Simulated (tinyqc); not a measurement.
Space-charge-limited current through a thin insulating or semi-insulating film with traps: one step, computed by the program tinyqc. Command: `OMP_NUM_THREADS=1 python tinyqc.py 3006318 3006319 out.jsonl sclc walk`. One thread of a shared host (Intel(R) Xeon(R) Processor @ 2.30GHz), about 0.01 s of CPU time with the checks.

One ohmic injecting contact at x = 0 (field zero), drift only, non-degenerate free carriers.

Question. Equilibrium and landmark voltages. Free density n_0 = N_c exp(-E_0/k_B T) in equilibrium; trapped density n_t(n) = N_t/(1 + n_1/n), n_1 = N_c exp(-E_t/k_B T). theta = n/(n + n_t) at the anode density; trap-filled-limit voltage V_TFL = e (N_t - n_t(n_0)) d^2/(2 eps eps_0).

Inputs (values chosen for the exercise, modelled on Si3N4):
```
quantity                                            value    unit
permittivity eps                                      7.5       -
effective density of states N_c                   9.7e+19  1/cm^3
trap density N_t                                  1.9e+18  1/cm^3
equilibrium Fermi level below the band edge, E_0     0.89      eV
thickness d                                            31      nm
free density at the anode, in units of N_c        2.3e-08       -
temperature T                                         400       K
trap level E_t below the band edge                   0.39      eV
```

Traps: single level.

Constants: k_B = 8.617333262e-05 eV/K; e = 1.602176634e-19 C; eps_0 = 8.8541878128e-12 F/m.

Give: n_0; n_t(n_0); theta; V_TFL.

Answer.

n_0 = 5.933e+08 1/cm^3

n_t(n_0) = 9.529e+11 1/cm^3

theta = 6.234e-04

V_TFL = 2.203 V
